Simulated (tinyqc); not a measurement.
Potential-pH (Pourbaix) lines of a metal, its cation, its oxide and an oxyanion, with a complexing ligand: one step, computed by the program tinyqc. Command: `OMP_NUM_THREADS=1 python tinyqc.py 3031885 3031886 out.jsonl pourb walk`. One thread of a shared host (Intel(R) Xeon(R) Processor @ 2.30GHz), about 0.02 s of CPU time with the checks.

Potentials are against the standard hydrogen electrode; solids and water have unit activity; dG_f of M, H+ and the electron is zero; F = e N_A and s = R T ln(10)/F. The cation carries z = 2.

Task: Standard potentials. M2+ + 2e = M; MO + 2H+ + 2e = M + H2O; MO2(2-) + 4H+ + 2e = M + 2H2O. For each, E0 = -dG/(z F), and E = E0 + (s/z) log10 a - (s n_H/z) pH, with no activity term for the oxide.

Inputs (values chosen for the exercise, modelled on cobalt):
```
quantity                value    unit
dG_f of the cation      -54.2  kJ/mol
dG_f of the oxide     -216.31  kJ/mol
dG_f of the oxyanion  -280.22  kJ/mol
dG_f of water         -237.14  kJ/mol
temperature T          298.15       K
```

Species: M, M2+, MO, MO2(2-).

Constants: R = 8.314462618 J/(mol K); e = 1.602176634e-19 C; N_A = 6.02214076e+23 1/mol.

Give: s; E0.

Result:

s = 0.05916 V

E0 (V): cation -0.281, oxide 0.108, oxyanion 1.006

The metal is less noble than hydrogen.
